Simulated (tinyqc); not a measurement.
## Single-electron transistor, orthodox theory and master equation: current against bias

A metal island with n extra electrons joins the left lead (voltage V) and the right lead (0 V) by tunnel junctions and couples to a gate. Cs = CL + CR + Cg. Adding electron n + 1 costs mu(n) = [q (n + 1/2) - CL V - Cg Vg]/Cs (in volts); the Fermi levels are -V (left) and 0 (right). A jump that gains the energy W has the rate G(W) = (W/q)/(R [1 - exp(-W/Vt)]), W in volts, Vt = kB T/q. Sequential tunnelling only; I > 0 flows from left to right.

Onto the island: from the left W = -V - mu(n), from the right W = -mu(n); off the island (n + 1 to n): to the left W = mu(n) + V, to the right W = mu(n). Steady state: p(n + 1)/p(n) = (sum of on rates)/(sum of off rates), normalised. I = q sum_n [p(n + 1) (off to left) - p(n) (on from left)]. Enough charge states are kept that the digits shown do not change.

Values chosen for this exercise: capacitance of the left junction CL = 0.35 aF; capacitance of the right junction CR = 0.79 aF; gate capacitance Cg = 0.3 aF; resistance of the left junction RL = 2900 kohm; resistance of the right junction RR = 58000 kohm; temperature T = 28 K; gate voltage Vg = 140 mV.

Constants: q = 1.602176634e-19 C, kB = 1.380649e-23 J/K, Vt = kB T/q. Results are converted to the units shown.

Current against bias:
```
V (mV)    I (nA)  mean n  states above 1 %  I (RL + RR)/V
11.1    2.069e-5   0.000                 1       1.135e-4
51.9    7.620e-4   0.000                 1       8.942e-4
92.7     0.01959  -0.001                 1        0.01287
134        1.524  -0.738                 2         0.6926
174        1.961  -0.880                 2         0.6864
215        2.207  -0.918                 2         0.6251
256        2.566  -1.016                 3         0.6105
297        3.958  -1.652                 3         0.8115
337        4.395  -1.792                 2         0.7941
378        4.678  -1.851                 2         0.7537
419        5.555  -2.218                 3         0.8074
460        6.464  -2.603                 3         0.8558
501        6.887  -2.734                 3         0.8372
```

At zero temperature the blockade would end at V = 109 mV. The ratio I (RL + RR)/V moves up and down between 1.14e-4 and 0.856. Over the second half of the table the slope between rows varies from 0.422 to 2.07 times 1/(RL + RR): a Coulomb staircase, which a rerun with equal junctions shows much less.

Range of the model: Cotunnelling, which dominates deep in the blockade, is left out.

Computed by the program tinyqc: `OMP_NUM_THREADS=1 python tinyqc.py 2780031 2780032 out.jsonl`, one thread of a shared Intel Xeon 2.30GHz, about 0.01 s for the whole run.
